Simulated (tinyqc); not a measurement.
Strain dependence: valley-orbit splitting of a donor ground state, with strain. Computed by tinyqc, a small Python program. Command: `OMP_NUM_THREADS=1 python tinyqc.py 3017474 3017475 out.jsonl valleyorbit walk`. One thread of a shared host (Intel(R) Xeon(R) Processor @ 2.30GHz), about 0.01 s of CPU time with the checks.

The basis is the 1s envelope in each valley; energies are counted from the unstrained conduction-band edge. The strain is e_s (a a^T - 1/3) for the unit stress axis a, so valley j along n_j moves by Xi_u e_s w_j with w_j = (n_j.a)^2 - 1/3: +2/3 for [111], -2/9 for the others.

Inputs (values chosen for the exercise, modelled on donors in germanium):

| quantity | value | unit |
|---|---|---|
| single-valley binding energy E_0 | 9.65 | meV |
| central-cell shift Lambda | 0.61 | meV |
| coupling Delta_1 | 0.8 | meV |
| shear deformation potential Xi_u | 16 | eV |
| shear strain e_s | 4.6e-05 | - |

Valleys: four along <111>. Stress axis: [111].

Method:
- By symmetry: E(A1) = E_0 + Lambda + 3 Delta_1 (one state), E(T2) = E_0 + Lambda - Delta_1 (three), as binding energies.
- H_jj = -(E_0 + Lambda) + Xi_u e_s w_j; H_jk = -Delta_1 between any two valleys.
- The contact hyperfine ratio is A/A_0 = (sum_j c_j)^2/(number of valleys), c_j the valley amplitudes of the ground state; binding from the lowest valley edge.

E(A1) = 12.66 meV

Against strain:

| e_s | Xi_u e_s (w_max - w_min) (meV) | binding (meV) | gap to next level (meV) | A/A_0 |
|---|---|---|---|---|
| -3.70e-04 | -5.2622 | 10.725 | 4.5926 | 0.56194 |
| -1.40e-04 | -1.9911 | 11.464 | 2.7987 | 0.89383 |
| -4.60e-05 | -0.6542 | 12.197 | 2.9282 | 0.99055 |
| -1.40e-05 | -0.1991 | 12.513 | 3.1052 | 0.99923 |
| 1.40e-05 | 0.1991 | 12.612 | 3.1525 | 0.99932 |
| 4.60e-05 | 0.6542 | 12.519 | 3.0591 | 0.99367 |
| 1.40e-04 | 1.9911 | 12.332 | 2.8725 | 0.96246 |
| 3.70e-04 | 5.2622 | 12.129 | 2.6692 | 0.89396 |

A/A_0 falls for either sign of strain, to 0.562 and 0.894 at the ends; its limits are the shares of the valleys that end up lowest, 1/4 under compression and 3/4 under tension. Near zero strain A/A_0 changes in second order, the binding in first. The binding energy drops from 12.66 meV to 10.73 and 12.13 meV, since fewer valleys share the valley-orbit gain.

Extremes, crossings and ranges named in words are read from the listed rows.
